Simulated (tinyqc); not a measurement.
## Ionisation ratio from the excess noise

Problem. In the local model of an avalanche photodiode F = k M + (1 - k)(2 - 1/M), k the ratio of the ionisation coefficient of the other carrier to that of the injected one. Find k and F at twice the gain.

M = 13
excess noise factor F = 2.1889231

Answer. F is linear in k: k = (F - 2 + 1/M)/(M - 2 + 1/M).

k = 0.0240
F at 2 M = 2.54

Program tinyqc, `OMP_NUM_THREADS=1 python tinyqc.py 2120123 2120124 out.jsonl`; Intel Xeon 2.30GHz, shared host, one thread, about 0.08 s.
